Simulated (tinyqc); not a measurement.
From results back to parameters: averaged masses of warped heavy- and light-hole bands. Four cases, with inputs chosen for the exercise.

Problem. For B along [111] the central orbits have s = 1/4 all round, so the cyclotron masses are 1/(g1 -/+ sqrt(g2^2 + 3 g3^2)). They are given with the heavy-hole mass along [100], 1/(g1 - 2 g2); g2 and g3 are positive.

Find: g1; sqrt(g2^2 + 3 g3^2); g2; g3.

Method. The mean of the two inverse cyclotron masses is g1 and half their difference is the root; g2 = (g1 - 1/m[100])/2, and g3 follows.

Case 1.

heavy and light cyclotron mass for B along [111]; heavy mass along [100] (m0): 0.3678043  0.0415953  0.2032520

Solution.

g1 = 13.38
sqrt(g2^2 + 3 g3^2) = 10.661
g2 = 4.23
g3 = 5.65

Case 2.

heavy and light cyclotron mass for B along [111]; heavy mass along [100] (m0): 0.5327451  0.1591614  0.3225806

Solution.

g1 = 4.08
sqrt(g2^2 + 3 g3^2) = 2.203
g2 = 0.49
g3 = 1.24

Case 3.

heavy and light cyclotron mass for B along [111]; heavy mass along [100] (m0): 0.5493962  0.1597490  0.3267974

Solution.

g1 = 4.04
sqrt(g2^2 + 3 g3^2) = 2.220
g2 = 0.49
g3 = 1.25

Case 4.

heavy and light cyclotron mass for B along [111]; heavy mass along [100] (m0): 0.5463283  0.0263369  0.3496503

Solution.

g1 = 19.90
sqrt(g2^2 + 3 g3^2) = 18.070
g2 = 8.52
g3 = 9.20

Computed by tinyqc, one run a case: `OMP_NUM_THREADS=1 python tinyqc.py N N+1 out.jsonl` with N = 1050637, 1050661, 1050702, 1050704; one thread of a shared Intel(R) Xeon(R) Processor @ 2.30GHz, about 0.03 s a run at most.
